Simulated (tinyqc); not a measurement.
Resistance of a tapered via with liner, size effect and interface: two fill metals against the diameter.

A round via whose diameter grows from db at the bottom as D(z) = db + 2 z/tan(ang). The fill, of diameter D - 2 tl, starts above the bottom liner (thickness fb tl) and has rho = rho0 (1 + ks lam/(D - 2 tl)); the sidewall liner conducts in parallel with it. The bottom liner and the interface are crossed over the full area pi db^2/4. Spreading in the lines above and below is left out.

Slices between z0 = fb tl and hv, evaluated at their midpoints: conductance per length pi/4 [(D - 2 tl)^2/rho + (D^2 - (D - 2 tl)^2)/rl], slice resistance = slice height over that. 2000 slices. R_fill = sum of the slices; R_bottom = rl fb tl/(pi db^2/4); R_interface = ri/(pi db^2/4). The second fill has rho2, lam2 and tl2 in place of rho0, lam and tl.

Values chosen for this exercise; fill metal close to copper: height hv = 95 nm; sidewall angle ang = 85 degrees; bulk resistivity of the fill rho0 = 1.71 uohm cm; mean free path of the fill lam = 39.4 nm; size-effect factor ks = 1.2; liner on the sidewall tl = 2.6 nm; liner at the bottom over that on the sidewall fb = 0.7; resistivity of the liner rl = 220 uohm cm; interface resistivity at the bottom ri = 1.9e-12 ohm cm^2; ballistic conductance per area, about 3/(4 rho0 lam) Sb = 1.1e15 S/m^2; bulk resistivity of the second fill (close to molybdenum) rho2 = 5.43 uohm cm; its mean free path lam2 = 11.1 nm; its liner tl2 = 0.4 nm.

Two fill metals against the diameter:
```
db (nm),"R, first fill (ohm)","R, second fill (ohm)",ratio second/first
8.5,272.5,87.71,0.3219
12,98.21,45.26,0.4608
17,40.25,23.29,0.5787
24,17.87,12.04,0.6738
35,7.669,5.818,0.7586
49,3.686,3.023,0.8202
70,1.721,1.502,0.8727
100,0.8133,0.7430,0.9136
```

What does the table show?

The ratio goes from 0.322 to 0.914. The second fill gives the lower R in every row.

Computed by the program tinyqc: `OMP_NUM_THREADS=1 python tinyqc.py 2750066 2750067 out.jsonl`, one thread of a shared Intel Xeon 2.30GHz, about 0.01 s for the whole run.
